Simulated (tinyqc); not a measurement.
A run and its error bars: classical Heisenberg spin chain: exact results, Metropolis, heat-bath and over-relaxation steps, and a Monte Carlo run. Computed by tinyqc, a small Python program. Command: `OMP_NUM_THREADS=1 python tinyqc.py 3130165 3130166 out.jsonl heismc walk`. One thread of a shared host (Intel(R) Xeon(R) Processor @ 2.30GHz), about 0.2 s of CPU time with the checks.

E = -J sum_i s_i . s_(i+1) for unit vectors s_i on an open chain; K = J/(k_B T).

Inputs (values chosen for the exercise, for a model chain of large moments):
```
quantity                    value  unit
coupling J                    -37   meV
temperature T                69.1     K
moment mu                     2.6  mu_B
length N of the open chain      8     -
seed                        87779     -
```

Update: Metropolis.

Constants: k_B = 8.617333262e-05 eV/K; mu_B = 5.7883818060e-05 eV/T.

Method:
- Each bond angle is independent, so u = <s_i . s_(i+1)> = coth K - 1/K, <s_i . s_(i+n)> = u^n, correlation length xi = -1/ln|u|, energy per bond -J u, heat capacity per bond c/k_B = 1 - K^2/sinh^2 K, and for the long chain chi = mu^2 (1 + u)/(3 k_B T (1 - u)) per spin.
- For N spins, <|sum s|^2>/N = (1 + u)/(1 - u) - 2 u (1 - u^N)/(N (1 - u)^2); the long chain has (1 + u)/(1 - u), chi over the Curie value, and the difference is relative to it.
- From the ordered state (alternating for J < 0), with trial spins uniform on the sphere, 200 sweeps are discarded and 1600 recorded (even and odd sites in turn; random numbers not printed, so these rows are one sample). Errors are the scatter of block means over sqrt(number of blocks).

K = -6.21371

u = -0.839073

<|sum s|^2>/N = 0.134287

Blocking:
```
block length  mean bond product      error  <|sum s|^2>/N      error
1                      -0.86033  0.0013948        0.11677  0.0026344
4                      -0.86033  0.0025885        0.11677  0.0042811
16                     -0.86033  0.0041823        0.11677  0.0057510
40                     -0.86033  0.0053292        0.11677  0.0071395
80                     -0.86033  0.0058068        0.11677  0.0082812
```

With blocks of 40 the bond product is 4.0 error bars from the exact u = -0.8391, and <|sum s|^2>/N is 2.5 from the exact 0.134. Blocking to 40 changes the two errors by factors 3.8 and 2.7, because successive sweeps are correlated. 10 % of the trial spins are accepted.
